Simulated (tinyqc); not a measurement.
# Gate work function from the charge

Question. For an undoped double gate, Q = 8 eps0 eps_r Vt beta tan(beta)/ts with 0 < beta < pi/2, and at the source (Vg - dphi)/(2 Vt) - ln[(2/ts) sqrt(2 eps0 eps_r Vt/(q ni))] = ln(beta) - ln(cos beta) + 2 r beta tan(beta), r = eps_r tox/(eox ts). Find beta and dphi.

Values chosen for this exercise; material values close to those of germanium:

| symbol | value | unit | meaning |
|---|---|---|---|
| T | 300 | K | temperature |
| eps_r | 16.3 |  | relative permittivity of the semiconductor |
| eox | 21.9 |  | relative permittivity of the gate insulator |
| tox | 6.2 | nm | insulator thickness |
| ts | 5 | nm | body thickness |
| Vg | 0.32 | V | gate voltage |

Constants: q = 1.602176634e-19 C, kB = 1.380649e-23 J/K, Vt = kB T/q, eps0 = 8.8541878128e-14 F/cm where lengths are in cm. Results are converted to the units shown.

Qs = 172.34058 nC/cm^2
ni = 2.1418946e13 cm^-3

Solution. beta tan(beta) rises from 0 without bound on the interval, so the charge fixes beta; the second relation is then explicit in dphi.

beta = 0.513
dphi = -0.0100 V

tinyqc, about 0.03 s, one thread, Intel Xeon 2.30GHz (shared host): `OMP_NUM_THREADS=1 python tinyqc.py 2440116 2440117 out.jsonl`
